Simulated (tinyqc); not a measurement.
Kinetics of strain relaxation and threading dislocations in mismatched semiconductor layers: one step, computed by the program tinyqc. Command: `OMP_NUM_THREADS=1 python tinyqc.py 3016886 3016887 out.jsonl threading walk`. One thread of a shared host (Intel(R) Xeon(R) Processor @ 2.30GHz), about 0.02 s of CPU time with the checks.

60-degree dislocations on {111} planes of a (001) layer, isotropic elasticity. The Schmid factor is 1/sqrt(6), and a misfit segment relieves strain with b/2.

Question. Graded buffer. In steady grading, strain is fed at R_f R_g and relieved at (b/4) rho v. As a glide-limited estimate, the driving stress is taken as the mean stress of the strained top zone, whose depth z solves R_f z/2 = e_eq(z), with strain R_f z at the surface; tau_g = S R_f z/2 is its mean; then rho = 4 R_f R_g/(b m tau_g), m = v0 exp(-Q/(k_B T_g)), S = (1/sqrt 6) 2 G (1 + nu)/(1 - nu), e_eq(z) = b (1 - nu/4) [ln(z/b) + 1]/(4 pi (1 + nu) z).

Inputs (values chosen for the exercise, modelled on Si(0.7)Ge(0.3) on Si):
```
quantity                                  value          unit
misfit f                                 0.0122             -
shear modulus G                            64.2           GPa
Poisson ratio nu                           0.27             -
Burgers vector b                           3.89      angstrom
glide activation energy Q                  1.95            eV
velocity prefactor v0                     31000   m/s per MPa
grading rate (misfit per thickness) R_f   0.016  1/micrometre
growth temperature of the buffer T_g       1036             K
growth rate R_g                             1.5          nm/s
```

Constants: k_B = 8.617333262e-05 eV/K.

Give: depth z of the strained zone; stress tau_g; thread density of the buffer; buffer thickness f/R_f.

Answer.

depth z of the strained zone = 139.9 nm

stress tau_g = 102.0 MPa

thread density of the buffer = 23893 1/cm^2

buffer thickness f/R_f = 0.7625 micrometre

Raising T_g by 50 K would lower this density by a factor 2.7: fast glide lets few threads do the work. Caution: real buffers seldom go below 1e5 /cm^2, as pile-ups and nucleation take over; this value is a lower bound.
